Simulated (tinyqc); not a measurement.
Sp3 tight binding, zinc-blende lattice, step by step. Computed by tinyqc, a small Python program that keeps every step. Command: `OMP_NUM_THREADS=1 python tinyqc.py 23243 23244 out.jsonl` (the two numbers bound the seeds that draw the settings). One thread of a shared host (Intel(R) Xeon(R) Processor @ 2.60GHz), about 0.01 s of CPU time with the checks.

## Bloch Hamiltonian at k

Parameters chosen for this model: zinc-blende lattice, anion at 0, cation at a/4 (1,1,1); V = eta hbar^2 / (m d^2), hbar^2/m = 7.619964 eV angstrom^2:
```
parameter          value      unit
a               5.470000  angstrom
d               2.368579  angstrom
Es anion      -13.150000        eV
Ep anion       -6.090000        eV
Es cation     -13.150000        eV
Ep cation      -6.090000        eV
eta ss         -1.450000
eta sp          1.750000
eta pp sigma    2.510000
eta pp pi      -0.560000
V ss           -1.969450        eV
V sp            2.376923        eV
V pp sigma      3.409186        eV
V pp pi        -0.760615        eV
```

k point k (2 pi / a): [0.08000, -0.76000, 0.13000]

Slater-Koster rules over the four bonds with direction cosines (l, m, n): ss V_ss; s-px l V_sp; px-s -l V_sp; px-px l^2 V_pps + (1 - l^2) V_ppp; px-py l m (V_pps - V_ppp); each times exp(i k.d).

H(k) at k (eV), order a s, a px, a py, a pz, c s, c px, c py, c pz:
$$\begin{pmatrix}
-13.15000 & 0.00000 & 0.00000 & 0.00000 & -2.81737-0.18616i & 1.02682+0.24800i & -0.05136-4.95834i & 0.62638+0.40655i \\
0.00000 & -6.09000 & 0.00000 & 0.00000 & -1.02682-0.24800i & 0.90026+0.05949i & 0.63443+0.41177i & -0.05202-5.02199i \\
0.00000 & 0.00000 & -6.09000 & 0.00000 & 0.05136+4.95834i & 0.63443+0.41177i & 0.90026+0.05949i & 1.04000+0.25119i \\
0.00000 & 0.00000 & 0.00000 & -6.09000 & -0.62638-0.40655i & -0.05202-5.02199i & 1.04000+0.25119i & 0.90026+0.05949i \\
-2.81737+0.18616i & -1.02682+0.24800i & 0.05136-4.95834i & -0.62638+0.40655i & -13.15000 & 0.00000 & 0.00000 & 0.00000 \\
1.02682-0.24800i & 0.90026-0.05949i & 0.63443-0.41177i & -0.05202+5.02199i & 0.00000 & -6.09000 & 0.00000 & 0.00000 \\
-0.05136+4.95834i & 0.63443-0.41177i & 0.90026-0.05949i & 1.04000-0.25119i & 0.00000 & 0.00000 & -6.09000 & 0.00000 \\
0.62638-0.40655i & -0.05202+5.02199i & 1.04000-0.25119i & 0.90026-0.05949i & 0.00000 & 0.00000 & 0.00000 & -6.09000
\end{pmatrix}$$

## Levels at k

Diagonalise the Hermitian matrix.

eigenvalues (eV): [-18.00555, -14.11517, -11.37918, -11.26616, -3.40974, -3.02972, -0.90555, -0.72893]

weights |c|^2 of the basis functions, order a s, a px, a py, a pz, c s, c px, c py, c pz:
$$\begin{pmatrix}
0.43183 & 0.32146 & 0.00317 & 0.00064 & 0.16818 & 0.07215 & 0.00015 & 0.00242 \\
0.00183 & 0.01524 & 0.25546 & 0.21599 & 0.02190 & 0.01260 & 0.23298 & 0.24401 \\
0.06510 & 0.15435 & 0.03232 & 0.00687 & 0.30238 & 0.40981 & 0.00092 & 0.02826 \\
0.00125 & 0.00895 & 0.20906 & 0.27650 & 0.00754 & 0.00544 & 0.26595 & 0.22532 \\
0.43183 & 0.32146 & 0.00317 & 0.00064 & 0.16818 & 0.07215 & 0.00015 & 0.00242 \\
0.00183 & 0.01524 & 0.25546 & 0.21599 & 0.02190 & 0.01260 & 0.23298 & 0.24401 \\
0.06510 & 0.15435 & 0.03232 & 0.00687 & 0.30238 & 0.40981 & 0.00092 & 0.02826 \\
0.00125 & 0.00895 & 0.20906 & 0.27650 & 0.00754 & 0.00544 & 0.26595 & 0.22532
\end{pmatrix}$$

## Bloch Hamiltonian at L

k point L (2 pi / a): [0.50000, 0.50000, 0.50000]

As before.

H(k) at L (eV), order a s, a px, a py, a pz, c s, c px, c py, c pz:
$$\begin{pmatrix}
-13.15000 & 0.00000 & 0.00000 & 0.00000 & -2.78522+2.78522i & -1.94075+1.94075i & -1.94075+1.94075i & -1.94075+1.94075i \\
0.00000 & -6.09000 & 0.00000 & 0.00000 & 1.94075-1.94075i & 0.88999-0.88999i & -1.96566+1.96566i & -1.96566+1.96566i \\
0.00000 & 0.00000 & -6.09000 & 0.00000 & 1.94075-1.94075i & -1.96566+1.96566i & 0.88999-0.88999i & -1.96566+1.96566i \\
0.00000 & 0.00000 & 0.00000 & -6.09000 & 1.94075-1.94075i & -1.96566+1.96566i & -1.96566+1.96566i & 0.88999-0.88999i \\
-2.78522-2.78522i & 1.94075+1.94075i & 1.94075+1.94075i & 1.94075+1.94075i & -13.15000 & 0.00000 & 0.00000 & 0.00000 \\
-1.94075-1.94075i & 0.88999+0.88999i & -1.96566-1.96566i & -1.96566-1.96566i & 0.00000 & -6.09000 & 0.00000 & 0.00000 \\
-1.94075-1.94075i & -1.96566-1.96566i & 0.88999+0.88999i & -1.96566-1.96566i & 0.00000 & 0.00000 & -6.09000 & 0.00000 \\
-1.94075-1.94075i & -1.96566-1.96566i & -1.96566-1.96566i & 0.88999+0.88999i & 0.00000 & 0.00000 & 0.00000 & -6.09000
\end{pmatrix}$$

## Levels at L

As before.

eigenvalues (eV): [-18.44565, -14.59142, -10.12850, -10.12850, -5.01078, -2.05150, -2.05150, -0.43215]

## Bands along a path

The same steps at evenly spaced points between the labelled ones.

Bands along the path (eV):
```
k            band 1     band 2     band 3     band 4    band 5    band 6    band 7    band 8
L         -18.44565  -14.59142  -10.12850  -10.12850  -5.01078  -2.05150  -2.05150  -0.43215
L-G 0.20  -18.87335  -13.96034  -10.00883  -10.00883  -4.98484  -2.17117  -2.17117  -0.66147
L-G 0.40  -19.67677  -12.56182   -9.67664   -9.67664  -4.92631  -2.50336  -2.50336  -1.31511
L-G 0.60  -20.39484  -10.91749   -9.21765   -9.21765  -4.89889  -2.96235  -2.96235  -2.26878
L-G 0.80  -20.86535   -9.37427   -8.78981   -8.78981  -5.03894  -3.39019  -3.39019  -3.20145
G         -21.02780   -8.60727   -8.60727   -8.60727  -5.27220  -3.57273  -3.57273  -3.57273
G-X 0.20  -20.81036   -9.27871   -9.03674   -9.03674  -4.86312  -3.52781  -3.14326  -3.14326
G-X 0.40  -20.16925  -10.74796   -9.94055   -9.94055  -4.15528  -3.40751  -2.23945  -2.23945
G-X 0.60  -19.13799  -12.51082  -10.82503  -10.82503  -3.57834  -3.25285  -1.35497  -1.35497
G-X 0.80  -17.77181  -14.35556  -11.43453  -11.43453  -3.22794  -3.12469  -0.74547  -0.74547
X         -16.14633  -16.14633  -11.64974  -11.64974  -3.09367  -3.09367  -0.53026  -0.53026
X-W 0.20  -16.14633  -16.14633  -11.64974  -11.64974  -3.09367  -3.09367  -0.53026  -0.53026
X-W 0.40  -16.14633  -16.14633  -11.64974  -11.64974  -3.09367  -3.09367  -0.53026  -0.53026
X-W 0.60  -16.14633  -16.14633  -11.64974  -11.64974  -3.09367  -3.09367  -0.53026  -0.53026
X-W 0.80  -16.14633  -16.14633  -11.64974  -11.64974  -3.09367  -3.09367  -0.53026  -0.53026
W         -16.14633  -16.14633  -11.64974  -11.64974  -3.09367  -3.09367  -0.53026  -0.53026
```

With 4 band(s) filled, the highest filled level on these points lies at G and the lowest empty one at G: a gap of 3.3351 eV, direct.
